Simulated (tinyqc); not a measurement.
Worked calculation: lattice vibrations of a chain. One step of it, computed by the program tinyqc.

Task: Frequencies. omega^2 are the eigenvalues; wavenumber = 521.4708 sqrt(eigenvalue) 1/cm.

D(q) (eV/(angstrom^2 u)):
```
[[1.391092, -0.186475+0.700487i],
 [-0.186475-0.700487i, 0.621837]]
```

Give: eigenvalues; wavenumbers; weights |e|^2 of the mass-weighted modes.

Result:

eigenvalues: [0.1859, 1.8271]

wavenumbers (1/cm): [224.8, 704.9]

weights |e|^2 of the mass-weighted modes, order atom 1, atom 2:
```
[[0.2656, 0.7344],
 [0.7344, 0.2656]]
```
